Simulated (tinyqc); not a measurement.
Wannier function of the lower band of a two-orbital chain: one step. Bloch states in the projection gauge. Three cases, with inputs chosen for the exercise.

Problem. Diagonalise at each mesh point and fix the phase.

H(k) = [[-d/2 - 2 ta cos k, -t1 - t2 exp(-ik)], [-t1 - t2 exp(ik), d/2 - 2 tb cos k]], k in 1/a, Bloch sums with exp(ikR) and without the positions inside the cell. Mesh k_j = 2 pi j/N. Projection gauge: each lower eigenvector u is multiplied by the phase that makes <trial|u> real and positive (the one-band case of Loewdin orthogonalisation). Wannier amplitudes w(R) = (1/N) sum_k exp(ikR) u(k); hoppings H(R) = (1/N) sum_k exp(-ikR) E(k).

Case 1.

Values chosen:
- d = -0.53 eV (A at -d/2, B at +d/2)
- t1 = 1.71 eV (A-B in the cell)
- t2 = 1.63 eV (B to A of the next cell)
- ta = 0.15 eV (A-A between cells)
- tb = 0.07 eV (B-B between cells)
- N = 5 (k points)
- th = 60 degrees (trial orbital cos(th) A + sin(th) B in cell 0)

Case 2.

Values chosen:
- d = -0.79 eV (A at -d/2, B at +d/2)
- t1 = 1.36 eV (A-B in the cell)
- t2 = 1.49 eV (B to A of the next cell)
- ta = 0.08 eV (A-A between cells)
- tb = -0.09 eV (B-B between cells)
- N = 4 (k points)
- th = 60 degrees (trial orbital cos(th) A + sin(th) B in cell 0)

Case 3.

Values chosen:
- d = -0.5 eV (A at -d/2, B at +d/2)
- t1 = 2.18 eV (A-B in the cell)
- t2 = 1.14 eV (B to A of the next cell)
- ta = 0.38 eV (A-A between cells)
- tb = -0.01 eV (B-B between cells)
- N = 8 (k points)
- th = 45 degrees (trial orbital cos(th) A + sin(th) B in cell 0)

Give: Mesh.

Solution.

Case 1.

Mesh:
```
j  E lower (eV)  E upper (eV)               u_A               u_B  |<trial|u>|
0       -3.5651        3.1251           0.68728           0.72640       0.9727
1       -2.7812        2.6452  0.62113-0.26443i  0.72178+0.15267i       0.9356
2       -0.9082        1.2642  0.38586-0.44646i  0.76507+0.25777i       0.8555
3       -0.9082        1.2642  0.38586+0.44646i  0.76507-0.25777i       0.8555
4       -2.7812        2.6452  0.62113+0.26443i  0.72178-0.15267i       0.9356
```

The projection is smallest at j = 2 and 3 (0.8555); the gauge is smooth as long as it stays away from zero.

Case 2.

Mesh:
```
j  E lower (eV)  E upper (eV)               u_A               u_B  |<trial|u>|
0       -2.8489        2.8689           0.67871           0.73441       0.9754
1       -2.0557        2.0557  0.53468-0.34357i  0.74614+0.19836i       0.9135
2       -0.5898        0.5698          -0.11284           0.99361       0.8041
3       -2.0557        2.0557  0.53468+0.34357i  0.74614-0.19836i       0.9135
```

The projection is smallest at j = 2 (0.8041); the gauge is smooth as long as it stays away from zero.

Case 3.

Mesh:
```
j  E lower (eV)  E upper (eV)               u_A               u_B  |<trial|u>|
0       -3.6930        2.9530           0.72185           0.69205       0.9998
1       -3.3547        2.8315  0.70394-0.09295i  0.69799+0.09295i       0.9913
2       -2.4728        2.4728  0.64901-0.16805i  0.72271+0.16805i       0.9700
3       -1.4158        1.9391  0.55816-0.17815i  0.79056+0.17815i       0.9537
4       -0.8511        1.5911           0.48780           0.87295       0.9622
5       -1.4158        1.9391  0.55816+0.17815i  0.79056-0.17815i       0.9537
6       -2.4728        2.4728  0.64901+0.16805i  0.72271-0.16805i       0.9700
7       -3.3547        2.8315  0.70394+0.09295i  0.69799-0.09295i       0.9913
```

The projection is smallest at j = 3 and 5 (0.9537); the gauge is smooth as long as it stays away from zero.

Computed by tinyqc, one run a case: `OMP_NUM_THREADS=1 python tinyqc.py N N+1 out.jsonl` with N = 1481443, 1481726, 1482092; one thread of a shared Intel(R) Xeon(R) Processor @ 2.30GHz, about 0.2 s a run at most.
